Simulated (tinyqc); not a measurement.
Gap voltage and exponent from three temperatures.

Problem. At constant current VBE(T) = Vg0 - a T - eta (kB T/q) ln T, where a is a constant. Find Vg0, eta and dVBE/dT at the middle temperature.

Constants: q = 1.602176634e-19 C, kB = 1.380649e-23 J/K. Results are converted to the units shown.

T (K): 253  300  330
VBE at a constant current (V): 0.7429780605  0.6502969589  0.5900535200

Solution. The relation is linear in Vg0, a and eta, so three points give a linear system; the slope is (VBE - Vg0 - eta kB T/q)/T. eta rests on the curvature of VBE(T) alone, so real fits need accuracy of some tens of microvolts or better.

Vg0 = 1.17 V
eta = 3.20
dVBE/dT = -1.99 mV/K

Numbers from tinyqc (`OMP_NUM_THREADS=1 python tinyqc.py 2062181 2062182 out.jsonl`; about 0.03 s on one thread of a shared Intel Xeon 2.30GHz).
